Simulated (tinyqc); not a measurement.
Worked calculation: CIS on RHF in the sto-6g basis, for H3-, spin multiplicity 1. The basis has no diffuse functions, so it cannot describe the extra electron: this is an exercise in the method, not the real anion. Computed by tinyqc, a small Python program that keeps every step (integrals from PySCF). Settings: charge = -1, multiplicity = 1, basis = sto-6g, method = RHF, energy threshold = 1e-10, iteration cap = 81, orthogonalisation = canonical, start = Wolfsberg-Helmholz matrix, DIIS depth = 6. Command: `OMP_NUM_THREADS=1 python tinyqc.py 24939 24940 out.jsonl` (the two numbers bound the seeds that draw the settings). One thread of a shared host (Intel(R) Xeon(R) Processor @ 2.60GHz), about 0.04 s of CPU time with the checks. The early iterations of the SCF are left out here.

## One-electron integrals

Geometry (angstrom):

| atom | x | y | z |
|---|---|---|---|
| H | 0.000000 | 0.000000 | 0.000000 |
| H | 0.000000 | 0.000000 | 0.850000 |
| H | 0.000000 | 0.654000 | -0.543000 |

Basis sto-6g: exponents (1/bohr^2) and contraction coefficients of normalised primitives:

| element | l (shell) | exponent | coefficient |
|---|---|---|---|
| H | s (1) | 35.523221 | 0.009164 |
| H | s (1) | 6.513144 | 0.049361 |
| H | s (1) | 1.822143 | 0.168538 |
| H | s (1) | 0.625955 | 0.370563 |
| H | s (1) | 0.243077 | 0.416492 |
| H | s (1) | 0.100112 | 0.130334 |

Overlap, kinetic and nuclear-attraction integrals over the contracted functions; the nuclear repulsion is the sum of Za Zb / Rab.

nuclear repulsion = 1.58896553 hartree

overlap S, lower triangle:
```
          1H 1s     2H 1s     3H 1s
1H 1s  1.000000
2H 1s  0.588683  1.000000
3H 1s  0.588659  0.242827  1.000000
```

kinetic energy T (hartree), lower triangle:
```
          1H 1s     2H 1s     3H 1s
1H 1s  0.768522
2H 1s  0.175147  0.768522
3H 1s  0.175129  0.005700  0.768522
```

nuclear attraction V (hartree), lower triangle:
```
           1H 1s      2H 1s      3H 1s
1H 1s  -2.415303
2H 1s  -1.276149  -2.170145
3H 1s  -1.276082  -0.487289  -2.170124
```

core Hamiltonian H = T + V (hartree), lower triangle:
```
           1H 1s      2H 1s      3H 1s
1H 1s  -1.646781
2H 1s  -1.101002  -1.401623
3H 1s  -1.100954  -0.481589  -1.401602
```

## Two-electron integrals

Functions are numbered as in S; the eight-fold symmetry (ij|kl) = (ji|kl) = (kl|ij) leaves the list below.

Two-electron integrals (ij|kl) in chemists' order, unique and non-zero (hartree):
```
(11|11) 0.774999   (21|11) 0.383823   (21|21) 0.230297   (22|11) 0.529468
(22|21) 0.383823   (22|22) 0.774999   (31|11) 0.383803   (31|21) 0.184107
(31|22) 0.249847   (31|31) 0.230276   (32|11) 0.145522   (32|21) 0.081573
(32|22) 0.128573   (32|31) 0.081570   (32|32) 0.033135   (33|11) 0.529454
(33|21) 0.249854   (33|22) 0.337903   (33|31) 0.383803   (33|32) 0.128573
(33|33) 0.774999
```

## Orthogonalisation

S = U s U^T; canonical form X = U s^(-1/2), so that X^T S X = 1. Each column of U has its largest component positive (the first on a tie).

eigenvalues of S: 0.280100  0.757173  1.962727

X:
```
               1          2         3
1H 1s   1.429227  -0.000017  0.466887
2H 1s  -0.873955  -0.812600  0.381784
3H 1s  -0.873882   0.812640  0.381775
```

## Iteration 4 (converged): orbitals

converged F (hartree), lower triangle:
```
           1H 1s      2H 1s     3H 1s
1H 1s   0.021752
2H 1s  -0.265802   0.079092
3H 1s  -0.265788  -0.127774  0.079115
```

Diagonalise F' = X^T F X, C = X C', fill 2 alpha and 2 beta electrons from the bottom; D = 2 C_occ C_occ^T. Each column has its largest component positive (the first on a tie).

F' = X^T F X (hartree), lower triangle:
```
           1         2          3
1   1.298032
2  -0.000010  0.273224
3  -0.026169  0.000008  -0.198956
```

orbital energies (hartree): MO1 -0.199414, MO2 0.273224, MO3 1.298489

coefficients C:
```
            MO1        MO2        MO3
1H 1s  0.491789   0.000006   1.420851
2H 1s  0.366469  -0.812602  -0.880484
3H 1s  0.366433   0.812638  -0.880427
```

D after iteration 4, lower triangle:
```
          1H 1s      2H 1s     3H 1s
1H 1s  0.483714
2H 1s  0.360442   1.589243
3H 1s  0.360425  -1.052129  1.589306
```

## Convergence

Stop when the energy changes by less than 1e-10 hartree and every element of the error matrix X^T (F D S - S D F) X is below 3e-06.

Course of the cycle:

| iteration | E (hartree) | change | largest element of the error matrix |
|---|---|---|---|
| 1 | -1.24607594 | - | 1.01e-01 |
| 2 | -1.24994628 | -3.87e-03 | 1.40e-02 |
| 3 | -1.25002186 | -7.56e-05 | 1.50e-05 |
| 4 | -1.25002186 | -8.68e-11 | 8.61e-07 |

PySCF RHF in the same basis = -1.25002186 hartree

Converged in 4 iterations.

## Integrals over molecular orbitals

(pq|rs) = sum C_ip C_jq C_kr C_ls (ij|kl), one index at a time.

one-electron integrals over orbitals h = C^T H C (hartree), lower triangle:
```
           1          2          3
1  -1.697721
2  -0.000001  -1.215077
3  -0.128550  -0.000001  -0.734998
```

Two-electron integrals over orbitals (pq|rs), unique and non-zero (hartree):
```
(11|11) 0.589867    (21|11) -0.000010   (21|21) 0.156040    (22|11) 0.532240
(22|21) 0.000011    (22|22) 0.579860    (31|11) 0.074797    (31|21) 0.000005
(31|22) -0.037186   (31|31) 0.132546    (32|11) 0.000009    (32|21) -0.128125
(32|22) -0.000011   (32|31) -3.32e-06   (32|32) 0.127966    (33|11) 0.606551
(33|21) -0.000006   (33|22) 0.540448    (33|31) 0.104873    (33|32) 0.000007
(33|33) 0.671033
```

## CIS matrix, singlets

A(ia,jb) = (e_a - e_i) d_ij d_ab + 2 (ia|jb) - (ij|ab).

CIS matrix A, singlet (hartree):
```
          1>3       2>3
1>3  1.156443  0.000000
2>3  0.000000  0.740749
```

## CIS singlet states

dipole integrals <i|r|a> (bohr):
```
            x          y          z
1>3  0.000000  -0.463656  -0.217721
2>3  0.000000  -0.464241   0.988809
```

Diagonalise A (1 hartree = 27.211386 eV); each vector has its largest component positive (the first on a tie). The transition dipole is mu = sqrt2 sum c_ia <i|r|a>.

singlet excitation energies (eV): 20.156799  31.468430

lowest vectors:
```
      state 1    state 2
1>3  0.000001   1.000000
2>3  1.000000  -0.000001
```

oscillator strengths 2/3 w |mu|^2: 1.178543  0.404570

## CIS matrix, triplets

A(ia,jb) = (e_a - e_i) d_ij d_ab - (ij|ab).

CIS matrix A, triplet (hartree):
```
          1>3       2>3
1>3  0.891352  0.000006
2>3  0.000006  0.484817
```

## CIS triplet states

Diagonalise A (1 hartree = 27.211386 eV); each vector has its largest component positive (the first on a tie).

triplet excitation energies (eV): 13.192550  24.254918

lowest vectors:
```
       state 1   state 2
1>3  -0.000015  1.000000
2>3   1.000000  0.000015
```
